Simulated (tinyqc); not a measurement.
## Series resistance and length offset from two lengths at two overdrives

Problem. In strong inversion R W = Rsd + k(x)(L - dL), k(x) = (1 + th1 x)/(mu0 Cox x), x the overdrive, Cox = eps0 eox/tox, with Rsd and dL independent of x. Find dL, Rsd, mu0 and th1.

Inputs (values chosen for the exercise): relative permittivity of the gate insulator (close to silicon dioxide) eox = 3.9; insulator thickness tox = 3.1 nm.

Constants: eps0 = 8.8541878128e-14 F/cm where lengths are in cm. Results are converted to the units shown.

total resistance times width (ohm um):
```
,L = 0.056 um,L = 0.84 um
overdrive 0.5 V,794.455658,9464.29460
overdrive 0.94 V,634.009328,6308.85013
```

Solution. At each overdrive R W is a straight line in L; the two lines cross at L = dL, R W = Rsd. Their slopes give k x = (1 + th1 x)/(mu0 Cox), a straight line in x.

dL = 0.01400 um
Rsd = 330.0 ohm um
mu0 = 220.0 cm^2/(V s)
th1 = 0.7100 1/V

Computed by the program tinyqc: `OMP_NUM_THREADS=1 python tinyqc.py 2210053 2210054 out.jsonl`, one thread of a shared Intel Xeon 2.30GHz, about 0.01 s for the whole run.
